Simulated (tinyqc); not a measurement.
# Transistor under a ferroelectric capacitor (negative capacitance), static model: effects of single changes

A ferroelectric film of thickness tf lies between the gate and an inner metal at potential v, which drives an ordinary transistor. One domain, P = Q (background permittivity neglected): Vg = v + tf (2 al Q + 4 be Q^3), al = -3 sqrt(3) Ec/(4 Pr), be = 3 sqrt(3) Ec/(8 Pr^3). Gate charge Q(v) = Qi + Cp v with the channel charge Qi = Cox n Vt ln(1 + exp((v - VT)/(n Vt))). Q in uC/cm^2, E in kV/cm; 1 nm times 1 kV/cm is 1e-4 V. Domains, leakage and the switching time are left out.

Inputs (values chosen for the exercise); Pr and Ec close to those of hafnium oxide based films: temperature T = 293 K; remanent polarisation Pr = 23 uC/cm^2; coercive field Ec = 800 kV/cm; capacitance of the inner oxide Cox = 2.6 uF/cm^2; overlap capacitance per gate area Cp = 1.1 uF/cm^2; threshold of the inner transistor VT = 0.27 V; subthreshold factor of the inner transistor n = 1.17; gate voltage Vg = 0.45 V.

Constants: q = 1.602176634e-19 C, kB = 1.380649e-23 J/K, Vt = kB T/q. Results are converted to the units shown.

Each table varies one quantity; the others keep the values above.

## Effect of the coercive field

C = dQ/dv = Cox/(1 + exp(-(v - VT)/(n Vt))) + Cp; dVg/dv = 1 + C tf (2 al + 12 be Q^2); gain = dv/dVg. The largest gain is taken over -0.3 V < v < 2.5 V, tc is the thickness at which dVg/dv first touches zero, the swing is n Vt ln 10 (1 + 2 al tf Cp), v solves Vg(v) = Vg, and the last column compares Qi(v) with Qi(Vg) of the transistor without the film.

In this table tf = 18 nm.

Effect of the coercive field:

| Ec (kV/cm) | tc (nm) | largest gain | swing (mV/decade) | v at Vg (V) | Qi with/without film |
|---|---|---|---|---|---|
| 400 | 60.22 | 1.426 | 61.94 | 0.5615 | 1.619 |
| 600 | 40.15 | 1.813 | 58.89 | 0.6619 | 2.176 |
| 800 | 30.11 | 2.486 | 55.85 | 0.8330 | 3.127 |
| 1000 | 24.09 | 3.956 | 52.81 | 1.167 | 4.982 |
| 1200 | 20.07 | 9.675 | 49.76 | 1.822 | 8.618 |

What does the table show?

As Ec goes from 400 to 1200 kV/cm, the largest gain rises from 1.43 to 9.68, the swing falls from 61.9 to 49.8 mV a decade and tc falls from 60.2 to 20.1 nm. At Ec = 1500, 1800 kV/cm tf is within 2 % of tc or beyond it, so those rows are left out. For Ec = 1000 to 1200 kV/cm the gate charge passes 2.5 uC/cm^2, about what a silicon dioxide interlayer withstands. At Ec = 1200 kV/cm the gain relies on a single-domain state close to the fold, which domains would spoil.

## Effect of the capacitance of the inner oxide

Same model as above.

In this table tf = 18 nm.

Effect of the capacitance of the inner oxide:

| Cox (uF/cm^2) | tc (nm) | largest gain | swing (mV/decade) | v at Vg (V) | Qi with/without film |
|---|---|---|---|---|---|
| 1 | 52.88 | 1.516 | 55.85 | 0.6163 | 1.923 |
| 1.5 | 42.75 | 1.727 | 55.85 | 0.6644 | 2.190 |
| 2 | 35.89 | 2.006 | 55.85 | 0.7274 | 2.540 |
| 2.5 | 30.94 | 2.391 | 55.85 | 0.8125 | 3.013 |
| 3 | 27.20 | 2.957 | 55.85 | 0.9304 | 3.668 |
| 3.5 | 24.27 | 3.870 | 55.85 | 1.094 | 4.574 |
| 4 | 21.92 | 5.593 | 55.85 | 1.301 | 5.724 |
| 4.5 | 19.99 | 10.06 | 55.85 | 1.513 | 6.903 |
| 5 | 18.37 | 49.21 | 55.85 | 1.682 | 7.840 |

What does the comparison show?

As Cox goes from 1 to 5 uF/cm^2, the largest gain rises from 1.52 to 49.2, the swing stays at 55.8 mV a decade and tc falls from 52.9 to 18.4 nm. For Cox = 3 to 5 uF/cm^2 the gate charge passes 2.5 uC/cm^2, about what a silicon dioxide interlayer withstands. For Cox = 4 to 5 uF/cm^2 the gain relies on a single-domain state close to the fold, which domains would spoil.

Numbers from tinyqc (`OMP_NUM_THREADS=1 python tinyqc.py 2860010 2860011 out.jsonl`; about 0.03 s on one thread of a shared Intel Xeon 2.30GHz).
